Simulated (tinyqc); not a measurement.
# Site energy and hopping from one surface Green function

Inverse problem. A semi-infinite chain with site energy e0 and hopping -t has g_s = 1/(E - e0 - t^2 g_s). Inside the band |g_s| = 1/t and Re g_s = (E - e0)/(2 t^2). Find t and e0.

g_s at E = 0.9 eV = 0.03500000-0.99938731i 1/eV

Solution. t = 1/|g_s|, and e0 = E - 2 t^2 Re g_s.

t = 1.00 eV
e0 = 0.830 eV

Numbers from tinyqc (`OMP_NUM_THREADS=1 python tinyqc.py 2680020 2680021 out.jsonl`; about 0.05 s on one thread of a shared Intel Xeon 2.30GHz).
